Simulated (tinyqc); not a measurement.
Gate work function from the charge.

Problem. For an undoped double gate, Q = 8 eps0 eps_r Vt beta tan(beta)/ts with 0 < beta < pi/2, and at the source (Vg - dphi)/(2 Vt) - ln[(2/ts) sqrt(2 eps0 eps_r Vt/(q ni))] = ln(beta) - ln(cos beta) + 2 r beta tan(beta), r = eps_r tox/(eox ts). Find beta and dphi.

Parameters, values chosen for the exercise; material values those of a made-up semiconductor:
```
symbol,value,unit,meaning
T,400,K,temperature
eps_r,11.4,,relative permittivity of the semiconductor
eox,3.97,,relative permittivity of the gate insulator
tox,3.2,nm,insulator thickness
ts,5,nm,body thickness
Vg,0.33,V,gate voltage
```

Constants: q = 1.602176634e-19 C, kB = 1.380649e-23 J/K, Vt = kB T/q, eps0 = 8.8541878128e-14 F/cm where lengths are in cm. Results are converted to the units shown.

Qs = 1.6509978 nC/cm^2
ni = 3.5039595e12 cm^-3

Answer. beta tan(beta) rises from 0 without bound on the interval, so the charge fixes beta; the second relation is then explicit in dphi.

beta = 0.05443
dphi = 0.03000 V

Program tinyqc, `OMP_NUM_THREADS=1 python tinyqc.py 2440046 2440047 out.jsonl`; Intel Xeon 2.30GHz, shared host, one thread, about 0.01 s.
